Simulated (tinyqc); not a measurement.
Spin coating of a resist or spin-on film: centrifugal thinning, evaporation and the final thickness (Emslie and Meyerhofer models): one step, computed by the program tinyqc. Command: `OMP_NUM_THREADS=1 python tinyqc.py 3113840 3113841 out.jsonl spincoat walk`. One thread of a shared host (Intel(R) Xeon(R) Processor @ 2.30GHz), about 0.1 s of CPU time with the checks.

A Newtonian film stays uniform over the wafer; solvent and solids have the same density and the concentration is uniform through the thickness.

Question. Thinning without evaporation. dh/dt = -K h^3 gives h = h0/sqrt(1 + 2 K h0^2 t); for long times h = 1/sqrt(2 K t).

Inputs (values chosen for the exercise, of the order of those of a polymer resist in an ester solvent): starting thickness h0 = 500 micrometre; time t = 0.32 s.

flow constant K = 0.003626027 1/(micrometre^2 s)

Give: h(t) without evaporation; long-time form; time 1/(2 K h0^2).

Answer.

h(t) without evaporation = 20.741 micrometre

long-time form = 20.758 micrometre

time 1/(2 K h0^2) = 5.5157e-04 s

The long-time form is within 0.086 %: the starting thickness is forgotten.
